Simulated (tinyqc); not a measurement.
Hydrogen passivation of interface dangling bonds: competing passivation and dissociation with distributed barriers: one step, computed by the program tinyqc. Command: `OMP_NUM_THREADS=1 python tinyqc.py 3017192 3017193 out.jsonl passiv walk`. One thread of a shared host (Intel(R) Xeon(R) Processor @ 2.30GHz), about 0.02 s of CPU time with the checks.

P_b + H2 gives P_bH + H at the rate k_f [H2]; P_bH gives P_b + H at the rate k_d. All defects start unpassivated. E_f and E_d are Gaussian and independent.

Question. Distributed barriers. [H2] = solubility factor x p; a = k_f0 [H2] exp(-E_f/(k_B T)), d = k_d0 exp(-E_d/(k_B T)). For one pair of barriers the active share is y = [d + a exp(-(a + d) t)]/(a + d). Temperatures in kelvin are T(C) + 273.15. Average y over both Gaussians with 40 x 40 Gauss-Hermite points. Active density N0 y; threshold shift if each active defect holds one charge, e N0 y t_ox/(3.9 eps_0).

Inputs (values chosen for the exercise, close to those used for P_b centres at the silicon-oxide interface):
```
quantity,value,unit
defect density N0,8.5e+11,1/cm^2
passivation prefactor k_f0,4.6e-08,cm^3/s
mean passivation barrier E_f,1.51,eV
spread sigma_f,0.054,eV
dissociation prefactor k_d0,4.5e+12,1/s
mean dissociation barrier E_d,2.63,eV
spread sigma_d,0.041,eV
"H2 in the oxide per atm, solubility factor",3.5e+17,1/(cm^3 atm)
hydrogen pressure p,0.05,atm
anneal temperature T,450,C
anneal time t,800,s
oxide thickness,11,nm
```

Constants: k_B = 8.617333262e-05 eV/K; e = 1.602176634e-19 C; eps_0 = 8.8541878128e-12 F/m.

Give: active share y; active density; threshold shift.

Answer.

active share y = 0.0031190

active density = 2.6512e+09 1/cm^2

threshold shift = 1.3531 mV

Caution: densities below a few 1e9 per cm^2 are formal: other defects set the floor in real interfaces.
